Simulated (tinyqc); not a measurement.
Ionisation and resistivity against doping: donors on two lattice sites with valley-orbit split states.

Each donor binds at most one electron, in any of its states. For a site s, W_s = sum over its states of g exp(E/kT), and the ionised share is 1/(1 + W_s exp(eta)), eta = (EF - Ec)/kT; n = Nc F_1/2(eta); neutrality n + NA = ND x (mean ionised share, the two sites in equal numbers); holes are neglected. Nc from N = 2 (m kB T/(4 pi c))^(3/2) with c = hbar^2/2m0, in 1/angstrom^3; times 1e24 for 1/cm^3, m = md. F_j(eta) = (1/Gamma(j + 1)) integral_0^infinity x^j dx/(1 + exp(x - eta)), which tends to exp(eta) for eta << 0.

Mobility (Caughey-Thomas form): mu = mu0 + (mu1 (T/300)^(-ga) - mu0)/(1 + ((ND + NA)/Nr)^de); rho = 1/(e n mu), e = 1.602176634e-19 C.

Constants: hbar^2/2m0 = 3.80998211 eV angstrom^2; kB = 8.617333262e-05 eV/K.

Values chosen for the exercise (near those of nitrogen in 4H-SiC; not measured data): md = 0.827 m0 (density-of-states mass of the conduction band); E = (56.6, 49.7, 126.4, 83.1) meV (binding energies of h ground, h excited, k ground, k excited); g = (2, 4, 2, 4) (their degeneracies with spin); T = 200 K; mu0 = 41 cm^2/(V s) (mobility at heavy doping); mu1 = 911 cm^2/(V s) (mobility at light doping and 300 K); Nr = 1.6e+17 1/cm^3 (reference doping); de = 0.61 (doping exponent); ga = 2.4 (temperature exponent).

NA = 0.

Results:

| ND (1/cm^3) | n (1/cm^3) | n/ND | mu (cm^2/(V s)) | rho (ohm cm) | rho at full ionisation |
|---|---|---|---|---|---|
| 1.0e+14 | 9.83e+13 | 0.983 | 2385 | 26.6 | 26.2 |
| 1.0e+15 | 8.78e+14 | 0.878 | 2308 | 3.08 | 2.70 |
| 1.0e+16 | 6.23e+15 | 0.623 | 2042 | 0.491 | 0.306 |
| 3.0e+16 | 1.51e+16 | 0.503 | 1783 | 0.232 | 0.117 |
| 1.0e+17 | 3.78e+16 | 0.378 | 1395 | 0.118 | 0.0448 |
| 3.0e+17 | 8.07e+16 | 0.269 | 1001 | 0.0772 | 0.0208 |
| 2.0e+18 | 2.54e+17 | 0.127 | 459 | 0.0535 | 0.00680 |

Give the missing row, ND (1/cm^3) = 1.0e+18.

Computed row:
```
ND (1/cm^3)  n (1/cm^3)   n/ND  mu (cm^2/(V s))  rho (ohm cm)  rho at full ionisation
1.0e+18        1.70e+17  0.170              625        0.0586                 0.00999
```

From 1e16 to 1e18 1/cm^3 rho falls by a factor 8.37, not 100: the mobility takes a factor 3.27 and incomplete ionisation 3.66. n/ND is below 0.9 from 1e+15 1/cm^3 on. Near 1e19 1/cm^3 and above the levels merge with the band, and already below that screening lowers the binding energy, so the last rows understate n.

tinyqc: `OMP_NUM_THREADS=1 python tinyqc.py 1682535 1682536 out.jsonl`; about 0.01 s, one thread, shared Intel(R) Xeon(R) Processor @ 2.30GHz.
